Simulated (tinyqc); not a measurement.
Worked calculation: ballistic transport through the one-dimensional subbands of a rectangular nanowire or nanosheet channel. Computed by tinyqc, a small Python program that keeps every step. Command: `OMP_NUM_THREADS=1 python tinyqc.py 3021463 3021464 out.jsonl wire walk`. One thread of a shared host (Intel(R) Xeon(R) Processor @ 2.30GHz), about 0.04 s of CPU time with the checks. Intermediate numbers are printed to about 5 digits and carried at full precision; extremes and crossings named in words are read from the listed rows.

Hard walls, parabolic subbands, transport along x. Energies are counted from the bulk conduction band edge at the top of the barrier, which the gate pulls down by U; the source Fermi level lies at the bulk edge when U = 0.

Inputs (values chosen for the exercise, modelled on silicon):

| quantity | value | unit |
|---|---|---|
| light mass m_t | 0.19 | m_0 |
| heavy mass m_l | 0.899 | m_0 |
| height a | 4.5 | nm |
| width b | 5.2 | nm |
| equivalent oxide thickness t | 1.5 | nm |
| gate voltage above flat band V_G | 0.47 | V |
| drain voltage V_D | 0.01 | V |
| temperature T | 300 | K |
| mean free path for back-scattering lambda | 16 | nm |
| channel length L | 15 | nm |

Valleys: silicon [100] wire.

Constants: hbar^2/(2 m_0) = 3.80998212 eV angstrom^2; k_B = 8.617333262e-05 eV/K; m_0 = 9.1093837015e-31 kg; k_B = 1.380649e-23 J/K; hbar = 1.054571817e-34 J s; eps_0 = 8.8541878128e-12 F/m; e = 1.602176634e-19 C; h = 6.62607015e-34 J s.

## Subbands

E_pq = (hbar^2 pi^2/2)(p^2/(m_y b^2) + q^2/(m_z a^2)); valley pairs: (m_x, m_y, m_z) = (m_t, m_t, m_l), (m_t, m_l, m_t), (m_l, m_t, m_t), each with degeneracy g = 2; the 10 lowest subbands are kept.

Subbands:

| valley axis | p | q | E (meV) | m_x (m_0) |
|---|---|---|---|---|
| z | 1 | 1 | 93.85 | 0.190 |
| y | 1 | 1 | 113.20 | 0.190 |
| z | 1 | 2 | 155.81 | 0.190 |
| y | 2 | 1 | 159.61 | 0.190 |
| x | 1 | 1 | 170.93 | 0.899 |
| y | 3 | 1 | 236.95 | 0.190 |
| z | 1 | 3 | 259.09 | 0.190 |
| z | 2 | 1 | 313.42 | 0.190 |
| y | 4 | 1 | 345.23 | 0.190 |
| z | 2 | 2 | 375.39 | 0.190 |

The second subband lies 19.4 meV, or 0.75 k_B T, above the first; the lowest belongs to the valleys with the heavy mass across the height.

## Self-consistent barrier

F_j(eta) = (1/Gamma(j + 1)) int_0^infinity x^j/(1 + exp(x - eta)) dx, F_0 = ln(1 + exp(eta)). Integrals over x = E/(k_B T) use 160 Gauss-Legendre points in u = sqrt(x) from 0 to sqrt(max(eta, 0) + 32). With degeneracy g = 2, eta_i = (U - E_i)/(k_B T) and u = e V_D/(k_B T): line density n = sum_i g sqrt(2 m_x k_B T/pi)/(2 hbar) [F_-1/2(eta_i) + F_-1/2(eta_i - u)]; gate: e n = C_ox (V_G - U/e), C_ox = 3.9 eps_0 2 (a + b)/t (flat-plate estimate); I = (2 e k_B T/h) sum_i g [F_0(eta_i) - F_0(eta_i - u)].

C_ox = 446.61 aF/micrometre

U = 123.86 meV

Occupation:

| subband | eta_i | n_i (1/nm) | I_i (microampere) |
|---|---|---|---|
| 1 | 1.1609 | 4.1035e-01 | 1.1220e+00 |
| 2 | 0.4122 | 2.8060e-01 | 8.5898e-01 |
| 3 | -1.2361 | 8.4222e-02 | 3.0028e-01 |
| 4 | -1.3829 | 7.4185e-02 | 2.6639e-01 |
| 5 | -1.8206 | 1.0914e-01 | 1.8322e-01 |
| 6 | -4.3746 | 4.2507e-03 | 1.6013e-02 |
| 7 | -5.2310 | 1.8132e-03 | 6.8418e-03 |
| 8 | -7.3326 | 2.2233e-04 | 8.3978e-04 |
| 9 | -8.5632 | 6.4969e-05 | 2.4543e-04 |
| 10 | -9.7296 | 2.0237e-05 | 7.6452e-05 |

line density n = 0.96486 1/nm

ballistic current I = 2.7549 microampere

mean velocity I/(e n) = 0.17821 1e7 cm/s

2 of the subbands lie below the source Fermi level; the lowest carries 41 % of the current with 43 % of the charge. The gate spends 26 % of V_G on moving the bands.

## Conductance, capacitance and scattering

Linear conductance G = (2 e^2/h) sum_i g f(eta_i), g = 2, f = 1/(1 + exp(-eta_i)), with the barrier frozen at the eta_i above; current per perimeter I/(2(a + b)); with scattering, transmission lambda/(lambda + L) and low-bias resistance (1 + L/lambda)/G.

open modes sum g f = 3.8936

ballistic conductance = 301.68 microsiemens

current per perimeter = 142.01 microampere/micrometre

transmission = 0.51613

low-bias resistance with scattering = 6.4223 kiloohm

Even without scattering the wire has h/(2 e^2 M) = 3.31 kiloohm, which sits in the contacts.

## Gate sweep

Open modes are sum_i g/(1 + exp(-eta_i)). The last column is e dn/dV_G over C_ox, taken up to the next row.

Against the gate voltage:

| V_G (V) | U (meV) | n (1/nm) | I (microampere) | open modes | C_g/C_ox |
|---|---|---|---|---|---|
| -0.210 | -210.00 | 4.7039e-06 | 1.7168e-05 | 2.6719e-05 | 7.8810e-04 |
| -0.110 | -110.08 | 2.2439e-04 | 8.1890e-04 | 1.2744e-03 | 5.8005e-02 |
| 0.014 | 6.73 | 2.0274e-02 | 7.3551e-02 | 1.1402e-01 | 5.0596e-01 |
| 0.140 | 68.98 | 1.9798e-01 | 6.8217e-01 | 1.0271e+00 | 7.7013e-01 |
| 0.240 | 91.96 | 4.1265e-01 | 1.3409e+00 | 1.9676e+00 | 8.4641e-01 |
| 0.370 | 111.93 | 7.1937e-01 | 2.1672e+00 | 3.1030e+00 | 8.8436e-01 |
| 0.510 | 128.12 | 1.0645e+00 | 2.9787e+00 | 4.1924e+00 | 9.0596e-01 |
| 0.670 | 143.17 | 1.4685e+00 | 3.8177e+00 | 5.3035e+00 | 9.1995e-01 |
| 0.840 | 156.77 | 1.9045e+00 | 4.6224e+00 | 6.3528e+00 | 9.2861e-01 |
| 1.000 | 168.20 | 2.3186e+00 | 5.3046e+00 | 7.2258e+00 | - |

Between the first two rows the current rises one decade per 60 mV, against the limit ln(10) k_B T/e = 60 mV. Above threshold C_g/C_ox lies between 0.77 and 0.93: the quantum capacitance in series costs little, since heavy or many subbands hold the charge.

Checks made by the program: density of the lowest subband against a direct sum over k (relative difference 1e-09).
